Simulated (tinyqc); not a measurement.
Hexagonal on-chip spiral inductor, lumped pi model: two steps of the calculation.

Outer diameter do = di + 2 n wd + 2 (n - 1) sp, mean da = (do + di)/2, fill p = (do - di)/(do + di), length l = 3.464 n da. L = 2.33 mu0 n^2 da/(1 + 3.82 p), mu0 = 4 pi 1e-7 H/m. Rs = rho l/(wd delta (1 - exp(-th/delta))), delta = sqrt(rho/(pi f mu0)). Cs = n wd^2 eps0 eo/hu across the coil. At each end Cox = l wd eps0 eo/(2 ho) leads to the substrate branch Rsi = 2 rs he/(l wd) in parallel with Csi = l wd eps0 11.7/(2 he). With one end grounded Y = 1/(Rs + i w L) + i w Cs + 1/[1/(i w Cox) + 1/(1/Rsi + i w Csi)], w = 2 pi f; Q = -Im Y/Re Y. Eddy currents in neighbouring turns and in the substrate are left out.

Inputs (values chosen for the exercise); values of the order met in silicon radio-frequency processes: number of turns n = 3.5; line width wd = 15 um; space between turns sp = 2 um; inner diameter di = 40 um; metal thickness th = 2 um; metal resistivity rho = 2.2 uohm cm; oxide below the coil ho = 4.8 um; oxide between coil and underpass hu = 1.1 um; relative permittivity of the oxide eo = 3.9; substrate resistivity rs = 20 ohm cm; effective spreading depth in the substrate he = 30 um; frequency f = 1.5 GHz.

Constants: eps0 = 8.8541878128e-12 F/m. Results are converted to the units shown.

Problem 1. Geometry and model elements. do, l, L, delta, Rs, Cs, Cox, Rsi and Csi as defined.

Find: do; l; L; delta; Rs; Cs; Cox; Rsi; Csi.

Solution 1.

do = 155.0 um
l = 1182 um
L = 1.075 nH
delta = 1.927 um
Rs = 1.393 ohm
Cs = 24.72 fF
Cox = 63.78 fF
Rsi = 676.8 ohm
Csi = 30.61 fF

Problem 2. Admittance, quality factor and apparent inductance. Series branch 1/(Rs + i w L), substrate branch, total Y, Q = -Im Y/Re Y, apparent inductance Im(1/Y)/w, metal-only value w L/Rs, share of the loss in the substrate Re(substrate branch)/Re Y.

L = 1.0750939 nH
Rs = 1.3930283 ohm
Cs = 24.721295 fF
Cox = 63.779911 fF
Rsi = 676.76742 ohm
Csi = 30.614357 fF

Wanted: series branch; substrate branch; Y; Q; apparent inductance; w L/Rs; share of the loss in the substrate.

Solution 2.

series branch = 13.32-96.86i mS
substrate branch = 0.1795+0.4931i mS
Y = 13.50-96.14i mS
Q = 7.123
apparent inductance = 1.082 nH
w L/Rs = 7.274
share of the loss in the substrate = 1.330 %

Q is 97.9 % of the metal-only value.

Program tinyqc, `OMP_NUM_THREADS=1 python tinyqc.py 2302046 2302047 out.jsonl`; Intel Xeon 2.30GHz, shared host, one thread, about 0.01 s.
